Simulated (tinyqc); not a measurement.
Drift velocity with scattering: Wannier-Stark ladder of a miniband.

Constants: hbar = 6.58211957e-16 eV s.

Values chosen for the exercise (out of a larger set: near those of a non-polar GaN/AlGaN superlattice; not measured data): W = 34 meV (miniband width); d = 30 angstrom (period); G = 12 meV (hbar/tau).

Esaki-Tsu: v = v0 y/(1 + y^2), y = e F d/G, v0 = W d/(2 hbar), at zero temperature; 1 angstrom/s = 1e-8 cm/s, 1 kV/cm = 0.01 meV/angstrom. The last column is dv/dF in cm^2/(V s).

Results:
```
y    F (kV/cm)  v (1e6 cm/s)  dv/dF
0.1       4.00          0.77    188
0.3      12.00          2.13    148
0.6      24.00          3.42     67
1.0      40.00          3.87      0
1.5      60.00          3.58    -23
2.5     100.00          2.67    -19
4.0     160.00          1.82    -10
```

v0 = 7.75 x 1e6 cm/s
field at y = 1 = 40.00 kV/cm

The velocity peaks at v0/2 = 3.87 x 1e6 cm/s at 40.00 kV/cm and then falls: negative differential velocity, steepest at y = sqrt3 with -v0/(8 Fc) = -24 cm^2/(V s). The low-field mobility is v0/Fc = 194 cm^2/(V s). At the peak the swing is W/G = 2.8 periods, too few for the semiclassical picture to be safe.

Program tinyqc; command `OMP_NUM_THREADS=1 python tinyqc.py 1281603 1281604 out.jsonl`; about 0.01 s on one thread of a shared Intel(R) Xeon(R) Processor @ 2.30GHz.
